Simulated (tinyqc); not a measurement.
Gate voltage for a given inversion charge.

Inverse problem. p-type body, charge-sheet picture, depletion and inversion only, full ionisation (an idealisation for deep acceptors), Boltzmann statistics (rough once Na exp(x - xn) passes about Nc/7). In units of Vt: xg = (Vg - Vfb)/Vt, x = psi/Vt, G = gamma/sqrt(Vt), xn = (2 phiF + Vc)/Vt. The implicit equation is (xg - x)^2 = G^2 [x - 1 + exp(x - xn)] for x above about 3. Cox = eps0 eox/tox. ni = sqrt(Nc Nv) exp(-Eg/(2 Vt)), Eg in volts; phiF = Vt ln(Na/ni); gamma = sqrt(2 q eps0 eps_r Na)/Cox. N_inv = (Cox Vt G/q) [sqrt(x - 1 + exp(x - xn)) - sqrt(x - 1)]. Find x - xn, psi and Vg.

Values chosen for this exercise; band and dielectric values close to those of silicon: temperature T = 350 K; band gap Eg = 1.11 eV; relative permittivity eps_r = 11.7; conduction-band density of states at T Nc = 3.53e19 cm^-3; valence-band density of states at T Nv = 3.36e19 cm^-3; relative permittivity of the gate insulator (close to aluminium oxide) eox = 9.12; insulator thickness tox = 14 nm; acceptor density Na = 1.2e16 cm^-3; flat-band voltage Vfb = -0.44 V; channel-body voltage Vc = 0.2 V.

Constants: q = 1.602176634e-19 C, kB = 1.380649e-23 J/K, Vt = kB T/q, eps0 = 8.8541878128e-14 F/cm where lengths are in cm. Results are converted to the units shown.

N_inv = 2.6e11 cm^-2

Solution. N_inv rises steadily with x, so it fixes x; the implicit equation then gives xg directly.

x - xn = 4.033
psi = 0.9514 V
Vg = 0.6886 V

Numbers from tinyqc (`OMP_NUM_THREADS=1 python tinyqc.py 2122168 2122169 out.jsonl`; about 0.01 s on one thread of a shared Intel Xeon 2.30GHz).
